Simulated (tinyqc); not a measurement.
Worked calculation: Berg model of reactive sputtering of a nitride or oxide: poisoning, hysteresis and pumping speed. Computed by tinyqc, a small Python program that keeps every step. Command: `OMP_NUM_THREADS=1 python tinyqc.py 3017897 3017898 out.jsonl berg walk`. One thread of a shared host (Intel(R) Xeon(R) Processor @ 2.30GHz), about 0.06 s of CPU time with the checks. Intermediate numbers are printed to about 7 digits and carried at full precision; extremes and crossings named in words are read from the listed rows.

A diatomic gas reacts with bare metal on the target and on the collecting surfaces; ions remove metal and compound from the target. theta_t and theta_c are the compound fractions.

Inputs (values chosen for the exercise, close to those used for aluminium nitride):

| quantity | value | unit |
|---|---|---|
| ion current density J | 8.8 | mA/cm^2 |
| target area A_t | 170 | cm^2 |
| collecting area A_c | 4300 | cm^2 |
| metal yield Y_m | 0.81 | - |
| compound yield Y_c | 0.14 | - |
| sticking coefficient alpha | 0.15 | - |
| reactive atoms per metal atom z | 1 | - |
| gas mass M | 28 | u |
| pumping speed S | 32 | l/s |
| gas temperature T | 300 | K |
| reactive partial pressure P | 0.021 | Pa |

Constants: e = 1.602176634e-19 C; u = 1.6605390666e-27 kg; k_B = 1.380649e-23 J/K.

## Steady state at the pressure P

Ion flux j = J/e; gas flux F = P/sqrt(2 pi M k_B T). Target: (2/z) alpha F (1 - theta_t) = j Y_c theta_t. Sputtered flows F_c = j Y_c theta_t A_t, F_m = j Y_m (1 - theta_t) A_t. Collector: (2/z) alpha F (1 - theta_c) A_c + F_c (1 - theta_c) = F_m theta_c. Gas use Q = alpha F [(1 - theta_t) A_t + (1 - theta_c) A_c] + P S/(k_B T); 1 sccm = 4.4780e17 molecules/s. Rate R = F_m + F_c, given relative to j Y_m A_t.

ion flux j = 5.492528e+16 1/(cm^2 s)

gas flux F = 6.037033e+16 1/(cm^2 s)

theta_t = 0.7019632

theta_c = 0.9721884

gas use (sccm): target 1.024589, collector 2.418383, pump 0.362310

total flow Q = 3.805282 sccm

rate relative to clean metal = 0.4193638

The target is partly covered. The film is 97.2 % compound. Caution: here dQ/dP is negative, a branch that flow control cannot hold.

## Critical pumping speed

P is a single-valued function of the flow Q only if dQ/dP > 0 everywhere: S must exceed k_B T times the steepest fall of the surface terms with P.

pressure of the steepest fall = 0.009737759 Pa

critical pumping speed = 189.6878 l/s

S is 0.17 times the critical value: the flow curve is S-shaped and flow control shows hysteresis.

## The hysteresis loop

Turning points solve dQ/dP = 0; a jump keeps Q fixed; the width of the loop is the difference of the two turning flows.

Corners of the loop:

| point | P (Pa) | Q (sccm) | theta_t | theta_c | relative rate |
|---|---|---|---|---|---|
| edge of the metallic branch | 0.0052950 | 4.818781 | 0.3725976 | 0.8091907 | 0.6918019 |
| landing, poisoned | 0.1751490 | 4.818781 | 0.9515601 | 0.9994374 | 0.2129071 |
| edge of the poisoned branch | 0.0500317 | 3.364015 | 0.8487459 | 0.9939084 | 0.2979509 |
| landing, metallic | 0.0013677 | 3.364015 | 0.1329972 | 0.4444507 | 0.8899899 |

width of the loop = 1.454766 sccm

Raising the flow past 4.82 sccm drops the rate from 0.692 to 0.213; the metallic mode returns only below 3.36 sccm. The best film reachable on the metallic branch is 81 % compound, so the region between needs pressure feedback. The pressure P of the inputs lies between the turning points, where dQ/dP is negative and flow control cannot hold it.

## Flow curve at three pumping speeds

The formulas are those given above.

Pressure as the free variable:

| P (Pa) | theta_t | theta_c | relative rate | Q at S_c/4 (sccm) | Q at S_c (sccm) | Q at 2 S_c (sccm) |
|---|---|---|---|---|---|---|
| 0.00049 | 0.0520939 | 0.2082118 | 0.9569100 | 1.695080 | 1.73266 | 1.78278 |
| 0.00097 | 0.0981176 | 0.3532391 | 0.9188410 | 2.765752 | 2.84015 | 2.93936 |
| 0.00190 | 0.1756641 | 0.5385292 | 0.8546976 | 3.935573 | 4.08131 | 4.27562 |
| 0.00340 | 0.2760615 | 0.7031545 | 0.7716529 | 4.669033 | 4.92982 | 5.27754 |
| 0.00580 | 0.3941262 | 0.8277742 | 0.6739944 | 4.859804 | 5.30468 | 5.89785 |
| 0.00970 | 0.5210544 | 0.9100605 | 0.5690044 | 4.620991 | 5.36501 | 6.35703 |
| 0.01600 | 0.6421551 | 0.9569593 | 0.4688346 | 4.197914 | 5.42516 | 7.06149 |
| 0.02400 | 0.7291265 | 0.9777330 | 0.3968953 | 3.890714 | 5.73158 | 8.18608 |
| 0.03900 | 0.8139227 | 0.9904328 | 0.3267553 | 3.730139 | 6.72155 | 10.71011 |
| 0.07800 | 0.8974172 | 0.9973357 | 0.2576920 | 4.164649 | 10.14748 | 18.12458 |

At S_c/4 the flow falls with pressure in 4 of the intervals: as the target poisons, less metal arrives to getter the gas. At 2 S_c it rises throughout. Coverages and rate depend on P alone, not on S. The collector converts before the target (theta_c = 0.83 at theta_t = 0.39), since the metal is spread over a larger area and no ions clean it. The rate tends to Y_c/Y_m = 0.173.

Checks made by the program: gas taken up by surfaces against gas bound in the growing film (relative difference below 1e-10).
